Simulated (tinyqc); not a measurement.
# Polycrystalline film, grain-boundary barriers (Seto model): effect of the grain size

One-dimensional grains of size Lg with donors N; each boundary has Qt acceptor-like traps per area at one level Et below the band edge. Trapped electrons qt deplete a width w = qt/N (both sides together) and raise a barrier Vb = q N w^2/(8 eps0 eps_r). Current crosses the barriers by thermionic emission at small bias. Abrupt depletion, full ionisation, Boltzmann statistics.

Partly depleted grains: the density at the grain centre is n0 = N and qt = Qt/(1 + 2 (Nc/N) exp((Vb - Et)/Vt)). If that gives qt >= N Lg, the grains are fully depleted: qt = N Lg, w = Lg and n0 = 2 Nc exp((Vb - Et)/Vt)/(Qt/(N Lg) - 1). Resistivity: barriers rb = Vt exp(Vb/Vt)/(q n0 vc Lg), grain interior rg = (1 - w/Lg)/(q mg N); effective mobility 1/(q N (rb + rg)).

Inputs (values chosen for the exercise); values close to those of polycrystalline silicon:
```
symbol   value        unit                                     meaning
T          293           K                                 temperature
eps_r     11.7              relative permittivity of the semiconductor
Qt      2.4e12       cm^-2                  trap density at a boundary
N       1.2e17       cm^-3                               donor density
mg         170  cm^2/(V s)                     mobility inside a grain
vc       4.5e6        cm/s          collection velocity at the barrier
Nc      2.7e19       cm^-3      conduction-band density of states at T
Et        0.48          eV              trap level below the band edge
```

Constants: q = 1.602176634e-19 C, kB = 1.380649e-23 J/K, Vt = kB T/q, eps0 = 8.8541878128e-14 F/cm where lengths are in cm. Results are converted to the units shown.

Effect of the grain size:
```
Lg (nm)	w/Lg	Vb (V)	n0 (cm^-3)	resistivity (ohm cm)
24	1.000	0.01336	6.929e10	3.575e5
39	1.000	0.03529	2.933e11	1.239e5
63	1.000	0.09208	5.278e12	4.039e4
100	1.000	0.2320	2.927e15	1.170e4
170	0.6878	0.3171	1.200e17	4891
270	0.4330	0.3171	1.200e17	3080
440	0.2657	0.3171	1.200e17	1890
720	0.1624	0.3171	1.200e17	1155
```

As Lg goes from 24 to 720 nm, the barrier rises from 0.0134 to 0.317 V and the resistivity falls from 3.58e5 to 1160 ohm cm. The grains are fully depleted in 4 of the 8 rows. For Lg = 24 to 39 nm the barrier is under 2 Vt, where the depletion and emission pictures are rough.

Computed by the program tinyqc: `OMP_NUM_THREADS=1 python tinyqc.py 2610113 2610114 out.jsonl`, one thread of a shared Intel Xeon 2.30GHz, about 0.01 s for the whole run.
